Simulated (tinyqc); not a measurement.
Surface segregation during layer-by-layer epitaxy: two-layer exchange kinetics and the shape of quantum wells and delta layers: one step, computed by the program tinyqc.

Atoms A and B exchange only between the growing layer and the one below it. B is supplied for N layers, then pure A follows.

Question. The second layer. Each layer is deposited complete with B share x_dep and then exchanges for the time tau = 1/G with the layer below, whose share is b (total c = s + b fixed): ds/dt = p1 b (1 - s) - p2 s (1 - b), s(0) = x_dep. With the roots s1 < s2 of the right side, (s - s1)/(s - s2) = [(s(0) - s1)/(s(0) - s2)] exp(-(p1 - p2)(s2 - s1) tau). The lower layer is then buried with c - s, and s becomes the b of the next layer. Layer 1 is deposited on pure A with share x0; with nothing to lift from below, take b = 0 and s(0) = x0 for it. Then layer 2 has x_dep = x0.

Inputs (values chosen for the exercise, close to those used for phosphorus in silicon):
```
quantity,value,unit
growth rate G,0.12,layers/s
share x0 of B in the flux during the well,0.14,-
layers in the well N,2,-
temperature T,360,C
```

p1 = 0.09787378 1/s

p2 = 1.478901e-05 1/s

Give: share in layer 1 after its exchange; root s1 for layer 2; root s2 for layer 2; share in layer 2 after its exchange; share buried in layer 1.

Answer.

share in layer 1 after its exchange = 0.1400

root s1 for layer 2 = 0.2799

root s2 for layer 2 = 1.000

share in layer 2 after its exchange = 0.2083

share buried in layer 1 = 0.07164
